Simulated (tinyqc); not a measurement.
Self-consistent Fermi level with native defects, at growth and after a quench: one step, computed by the program tinyqc. Command: `OMP_NUM_THREADS=1 python tinyqc.py 3007171 3007172 out.jsonl scfermi walk`. One thread of a shared host (Intel(R) Xeon(R) Processor @ 2.30GHz), about 0.04 s of CPU time with the checks.

Energies are counted from the top of the valence band (VBM); when the gap shrinks with temperature the conduction band moves and the levels stay. The added dopant is taken as fully ionised. D and A draw on one reservoir with opposite signs, as the two vacancies of a compound do.

Question. After the quench to T. E_g(T) = E_g - slope x max(0, T - 300 K). N_c = 2 M_c (2 pi m_e k_B T/h^2)^(3/2) and N_v = 2 (2 pi m_h k_B T/h^2)^(3/2), masses in units of m_0. n = N_c F_1/2((E_F - E_g)/k_B T), p = N_v F_1/2(-E_F/k_B T). F_1/2(eta) = (2/sqrt(pi)) int_0^infinity sqrt(x)/(1 + exp(x - eta)) dx, by the trapezoid rule in t = sqrt(x) with step 0.02 up to t = 12 (for eta < -12 by exp(eta) - exp(2 eta)/2^(3/2)). After a quench the totals of D and A stay as grown, and each is shared among its charge states with weights exp(-(E_f(q, 0) + q E_F)/k_B T). Net charge = p - n + sum q c_q + N_X; the log ratio is ln(positive charge/negative charge). E_F is the root of the log ratio, by 50 bisections between -0.5 eV and E_g + 0.5 eV.

Inputs (values chosen for the exercise, with bands modelled on GaN):
```
quantity                      value   unit
gap E_g at 300 K               3.49     eV
slope -dE_g/dT above 300 K   0.0008   eV/K
electron mass m_e             0.198    m_0
valleys M_c                       1      -
hole mass m_h                  1.41    m_0
dopant density N_X          3.6e+18  cm^-3
growth temperature T_g         1450      K
temperature of use T            300      K
```

Added shallow dopant: donor.

total D = 2.210364e+18 cm^-3

total A = 2.982027e+18 cm^-3

E_f(q, E_F = 0) (eV): D(+1) -0.251, D(0) 1.939, A(0) 2.275, A(-1) 2.837, A(-2) 3.847

Constants: m_0 = 9.1093837015e-31 kg; k_B = 1.380649e-23 J/K; h = 6.62607015e-34 J s; k_B = 8.617333262e-05 eV/K.

Give: E_F after the quench; n after the quench; p after the quench; Frozen defects.

Answer.

E_F after the quench = 1.0853 eV

n after the quench = 8.8570e-23 cm^-3

p after the quench = 24.619 cm^-3

Frozen defects:
```
state   c (cm^-3)  share of its total
D(+1)  2.2104e+18          1.0000e+00
D(0)   6.1125e-01          2.7654e-19
A(0)   2.4871e+08          8.3403e-11
A(-1)  1.5369e+17          5.1539e-02
A(-2)  2.8283e+18          9.4846e-01
```
